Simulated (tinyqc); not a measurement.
Worked calculation: kinetics of strain relaxation and threading dislocations in mismatched semiconductor layers. Computed by tinyqc, a small Python program that keeps every step. Command: `OMP_NUM_THREADS=1 python tinyqc.py 3019640 3019641 out.jsonl threading walk`. One thread of a shared host (Intel(R) Xeon(R) Processor @ 2.30GHz), about 0.01 s of CPU time with the checks. Intermediate numbers are printed to about 6 digits and carried at full precision; extremes and crossings named in words are read from the listed rows.

60-degree dislocations on {111} planes of a (001) layer, isotropic elasticity. The Schmid factor is 1/sqrt(6), and a misfit segment relieves strain with b/2.

Inputs (values chosen for the exercise, for a model layer):
```
quantity                                     value          unit
misfit f                                     0.016             -
shear modulus G                               59.3           GPa
Poisson ratio nu                              0.27             -
Burgers vector b                              3.89      angstrom
glide activation energy Q                     2.01            eV
velocity prefactor v0                        30000   m/s per MPa
layer thickness h                               81            nm
anneal temperature T                           889             K
anneal time t                                   48             s
initial thread density rho_0                450000        1/cm^2
multiplication constant delta                11000           1/m
grading rate (misfit per thickness) R_f     0.0021  1/micrometre
growth temperature of the buffer T_g          1080             K
growth rate R_g                                7.7          nm/s
reaction radius r_A                            7.5            nm
final thickness of a thick uniform layer H       3    micrometre
aspect ratio of a trench                       1.8             -
```

Sources: fixed density of threads.

Constants: k_B = 8.617333262e-05 eV/K.

## Excess stress and glide velocity at the start

Excess resolved stress tau = (1/sqrt 6) [2 G (1 + nu)/(1 - nu)] (e - e_eq), e_eq = b (1 - nu/4) [ln(h/b) + 1]/(4 pi (1 + nu) h), the Matthews-Blakeslee strain of an uncapped layer; glide velocity v = v0 tau exp(-Q/(k_B T)), tau in MPa.

equilibrium strain e_eq = 0.00177867

excess stress tau = 1197.93 MPa

mobility v/tau = 1.20878e-07 m/s per MPa

initial velocity = 144.803 micrometre/s

The layer carries 9.0 times its equilibrium strain. In the anneal time a thread would run 7000 micrometre at this speed. Caution: at stresses above about 1 GPa the linear velocity law understates glide, as stress lowers the kink barrier.

## Relaxation in the anneal

Threads run in two directions, so de/dt = -(b/4) rho v, with rho fixed. With x = e - e_eq, x0 = f - e_eq (fully strained at t = 0) and v = m S x (m the mobility, S x = tau): x = x0 exp(-t/t_r), t_r = 4/(b rho_0 m S). The half time is that at which x = x0/2.

strain left e = 0.0132616

share of the excess strain relieved = 19.2559 %

thread density = 450000 1/cm^2

half time = 155.556 s

Relaxation is under way. The misfit lines laid down are 0.071 micrometre apart. Caution: blocking of threads by crossing misfit lines, left out here, leaves real layers with more strain.

## Anneal temperature

The formulas are those given above.

After the time t:
```
T (K)  first velocity (micrometre/s)  relieved (%)  threads (1/cm^2)  half time (s)
786                      4.65124e+00        0.6847            450000    4.84278e+03
819                      1.53768e+01        2.2457            450000    1.46487e+03
859                      5.79192e+01        8.1994            450000    3.88903e+02
892                      1.58161e+02       20.8335            450000    1.42417e+02
931                      4.72963e+02       50.2720            450000    4.76251e+01
957                      9.34195e+02       74.8391            450000    2.41116e+01
995                      2.36970e+03       96.9809            450000    9.50540e+00
1057                     9.37276e+03       99.9999            450000    2.40324e+00
```

The half time follows exp(Q/(k_B T)), a decade for each 86 K near 931 K. Relief goes from 21 % at 892 K to 74.8 % at 957 K: with a fixed density the onset is gradual, and more threads relax the layer sooner. Caution: rows with more than 50 % relieved leave out blocking by crossing misfit lines, which slows real layers.

## Graded buffer

In steady grading, strain is fed at R_f R_g and relieved at (b/4) rho v. As a glide-limited estimate, the driving stress is taken as the mean stress of the strained top zone, whose depth z solves R_f z/2 = e_eq(z), with strain R_f z at the surface; tau_g = S R_f z/2 is its mean; then rho = 4 R_f R_g/(b m tau_g), m = v0 exp(-Q/(k_B T_g)), S = (1/sqrt 6) 2 G (1 + nu)/(1 - nu), e_eq(z) = b (1 - nu/4) [ln(z/b) + 1]/(4 pi (1 + nu) z).

depth z of the strained zone = 415.455 nm

stress tau_g = 36.7454 MPa

thread density of the buffer = 36147.9 1/cm^2

buffer thickness f/R_f = 7.61905 micrometre

Raising T_g by 50 K would lower this density by a factor 2.6: fast glide lets few threads do the work. Caution: real buffers seldom go below 1e5 /cm^2, as pile-ups and nucleation take over; this value is a lower bound.

## Thick uniform layer and trapping in a trench

A separate case, a thick relaxed layer. Pair reactions during growth: d rho/dh = -K rho^2 with K = 2 r_A tan(psi) and threads inclined by psi = 45 degrees (the <110> lines of {111} planes), so rho = 1/(K H) for a layer that starts with far more threads than that, as highly mismatched layers do. In a trench along [110] a thread on {111} rises at 54.74 degrees across the width, and leaves through the wall below the height w tan(54.74 degrees) = sqrt(2) w; the share of threads, evenly spread over the floor, that reach the top is max(0, 1 - a/sqrt 2) for the aspect ratio a.

thread density at H = 2.22222e+09 1/cm^2

share that reaches the top = 0

The trench traps all threads that cross it; those that run along it are not trapped. Thickness alone needs 6700 micrometre for 1e6 /cm^2. Caution: at this small misfit a layer may start with fewer threads than 1/(K H), which is then only an upper bound.

Checks made by the program: strain against numerical integration (relative difference below 1e-10).
